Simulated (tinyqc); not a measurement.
Bias dependence of the times: oxide trap near a transistor channel: two-state multiphonon kinetics, telegraph noise and bias instability. Computed by tinyqc, a small Python program. Command: `OMP_NUM_THREADS=1 python tinyqc.py 3029903 3029904 out.jsonl oxidetrap walk`. One thread of a shared host (Intel(R) Xeon(R) Processor @ 2.30GHz), about 0.01 s of CPU time with the checks.

An n-channel device under positive gate bias. The trap is empty (state 1) or holds an electron (state 2); both states are parabolas of equal curvature, and the electron reservoir is taken at the Fermi level of the channel.

Inputs (values chosen for the exercise, with an insulator like HfO2 on silicon):

| quantity | value | unit |
|---|---|---|
| trap depth x from the interface | 0.35 | nm |
| tunnel barrier phi_b | 1.53 | eV |
| tunnelling mass m_ox | 0.2 | m_0 |
| trap level above E_F at zero field E_t | 0.16 | eV |
| relaxation energy E_R | 1.9 | eV |
| oxide field F | 2.6 | MV/cm |
| attempt rate k_0 at the interface | 6e+12 | 1/s |
| temperature T | 250 | K |

Parts treated: one trap and an ensemble.

Constants: hbar^2/(2 m_0) = 3.80998212 eV angstrom^2; k_B = 8.617333262e-05 eV/K.

Method. kappa = sqrt(2 m_ox phi_b)/hbar = sqrt(m_ox phi_b/(hbar^2/2m_0)); attenuation length lambda = 1/(2 kappa); factor exp(-x/lambda) for a rectangular barrier. E_21 = E_t - e F x is the energy of state 2 over state 1; barriers E_c = (E_R + E_21)^2/(4 E_R), E_e = E_c - E_21; tau_c = exp(E_c/k_B T)/(k_0 P), tau_e = exp(E_e/k_B T)/(k_0 P), P the tunnelling factor; occupation f_2 = tau_e/(tau_c + tau_e); 1/tau_0 = 1/tau_c + 1/tau_e.

tunnelling factor = 0.137546

Against field:

| F (MV/cm) | E_21 (eV) | tau_c (s) | tau_e (s) | f_2 |
|---|---|---|---|---|
| 0.00 | 0.1600 | 0.21858 | 0.0001301 | 5.9468e-04 |
| 0.78 | 0.1327 | 0.11047 | 0.0002334 | 2.1085e-03 |
| 1.56 | 0.1054 | 0.05634 | 0.0004227 | 7.4470e-03 |
| 2.08 | 0.0872 | 0.03615 | 0.0006313 | 1.7164e-02 |
| 2.60 | 0.0690 | 0.02329 | 0.0009465 | 3.9059e-02 |
| 3.12 | 0.0508 | 0.01506 | 0.0014249 | 8.6429e-02 |
| 3.90 | 0.0235 | 0.00789 | 0.0026520 | 2.5146e-01 |

ln(tau_c/tau_e) falls by e x/k_B T = 1.625 per MV/cm, which measures the depth x if the change of surface potential with bias is left aside. Over these rows tau_c shortens by 1.44 decades and tau_e lengthens by 1.31; the two share the shift almost equally, as the first and last E_21 average to little against E_R.
